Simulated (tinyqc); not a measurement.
Worked calculation: temperature and isotope dependence of a band gap in oscillator models. Values are carried at full precision from step to step, so a last printed digit may differ when a step is redone from the rounded ones.

E(T) = E0 - sum_i sl_i th_i n_i(T), n = 1/(exp(th/T) - 1). The same coupling lowers the gap at 0 K by the zero-point term ZP = sum_i sl_i th_i/2, so the gap of the static lattice is E0 + ZP. Thermal expansion is taken as part of the slopes.

Parameters, chosen for this exercise (near those of diamond; the results hold for these values, not for the real material): E0 = 5.508 eV (gap at 0 K); th = (590, 1707) K (temperatures of two oscillators); sl = (0.1435, 0.4085) meV/K (their high-temperature slopes); T = 300 K (temperature); M = 12.03 u (mean atomic mass); dM = -0.98 u (change of the mean mass (not bounded by the natural isotopes)); T12 = (680, 1760) K (temperatures of the fits).

## The gap at T

Give the occupations, the two terms, the gap, ZP and the static gap.

n_i: 0.16269  0.00339

terms (meV): 13.774  2.365

E(T) = 5.4919 eV
ZP = 390.99 meV
static gap = 5.8990 eV

The thermal fall, 16.1 meV, is smaller than the zero-point term, 391.0 meV; the soft oscillator supplies 85 % of the fall but 11 % of ZP. A calculation with clamped ions should be compared with the static gap.

## Slope and asymptote

dE/dT = -sum sl_i (th_i/T)^2 n_i (1 + n_i). At high T, n -> T/th - 1/2, so E -> E0 + ZP - (sum sl_i) T. Give the slope, its ratio to the limit, and the value at 0 K of the tangent drawn at T.

dE/dT = -0.1500 meV/K
ratio to the limiting slope = 0.2717
intercept of the tangent = 5.5369 eV
intercept - E0 = 28.86 meV

The tangent recovers 7 % of ZP: the extrapolation works only from T well above the higher oscillator (1707 K).

## Isotope effect

With M -> M + dM the oscillator temperatures scale as M^(-1/2) and the slopes stay. Give th, ZP, E0 (static gap fixed) and E(T) for the new mass, and the linear rule dE0 = ZP dM/(2 M).

th (K): 615.61  1781.09

ZP = 407.957 meV
shift of E0 = -16.970 meV
linear rule = -15.925 meV
shift of E(T) = -15.780 meV

The lighter crystal has the narrower gap. At 300 K 93 % of the shift at 0 K is left; it fades at high T, where the motion is classical and the mean-square amplitude no longer depends on mass.

## Two common fits

Two-parameter forms are made to pass through the falls at the two temperatures T12: Varshni aV T^2/(T + bV), from the line T^2/fall = (T + bV)/aV; one oscillator s1 t1/(exp(t1/T) - 1), with t1 from the ratio of the falls.

Give the falls and the parameters.

falls (meV): 122.9558  638.3885

aV = 0.9894 meV/K
bV = 3041 K
t1 = 1275.3 K
s1 = 0.5326 meV/K
ZP of the one-oscillator fit = 339.6 meV

The limiting slope of the model is 0.5520 meV/K; Varshni puts it +79 % off and one oscillator -4 %. The ZP of the fit differs from the true one by -51.4 meV.

## Checks

- Slope by finite differences against the formula (meV/K): both 0.14999.
- Fall at 20 times the higher oscillator temperature against the asymptote (meV): 18457 against 18454.

Program tinyqc; command `OMP_NUM_THREADS=1 python tinyqc.py 1850517 1850518 out.jsonl`; about 0.01 s on one thread of a shared Intel(R) Xeon(R) Processor @ 2.30GHz.
